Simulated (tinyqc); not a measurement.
Worked calculation: lattice vibrations of a chain. Computed by tinyqc, a small Python program that keeps every step. Command: `OMP_NUM_THREADS=1 python tinyqc.py 30123 30124 out.jsonl` (the two numbers bound the seeds that draw the settings). One thread of a shared host (Intel(R) Xeon(R) Processor @ 2.60GHz), about 0.01 s of CPU time with the checks.

## Dynamical matrix at q = 0.04

A chain moving along its axis:
```
atom    mass (u)  spring to the next atom (eV/angstrom^2)
1      57.200000                                 4.800000
2     101.700000                                18.500000
3      42.500000                                11.800000
```

q is in units of 2 pi/a. A spring k from atom i to atom j, n cells on, adds k to Phi_ii and Phi_jj, -k exp(2 pi i q n) to Phi_ij and the conjugate to Phi_ji (for one atom a cell: 2k (1 - cos 2 pi q n)); D_ij = Phi_ij / sqrt(m_i m_j).

D(q) (eV/(angstrom^2 u)):
```
                     1          2                    3
1             0.290210  -0.062934  -0.231807+0.059518i
2            -0.062934   0.229105            -0.281395
3  -0.231807-0.059518i  -0.281395             0.712941
```

## Frequencies

omega^2 are the eigenvalues; wavenumber = 521.4708 sqrt(eigenvalue) 1/cm.

eigenvalues: 0.000902  0.326091  0.905263

wavenumbers (1/cm): 15.7  297.8  496.2

weights |e|^2 of the mass-weighted modes:
```
          mode 1    mode 2    mode 3
atom 1  0.283270  0.619635  0.097096
atom 2  0.505704  0.377813  0.116483
atom 3  0.211026  0.002552  0.786422
```

## Dispersion and heat capacity

C/k_B per atom = mean over q = (j + 1/2)/80, j = 0..39 and all branches of y^2 e^y/(e^y - 1)^2, y = hc wavenumber / k_B T.

Wavenumbers (1/cm):
```
q           branch 1    branch 2    branch 3
0.000000    0.000000  298.426268  496.015561
0.062500   24.446016  296.859972  496.352923
0.125000   48.613619  292.265811  497.299795
0.187500   72.187614  284.949929  498.680420
0.250000   94.758465  275.415720  500.256623
0.312500  115.704843  264.420807  501.780531
0.375000  133.928178  253.197958  503.034504
0.437500  147.319843  243.962140  503.854158
0.500000  152.494709  240.165053  504.138657
```

Heat capacity:
```
T (K)  C/k_B per atom
20           0.079200
50           0.205507
100          0.402780
200          0.688324
300          0.827206
600          0.949460
1200         0.986813
```

zero-point energy per atom = 17.814959 meV
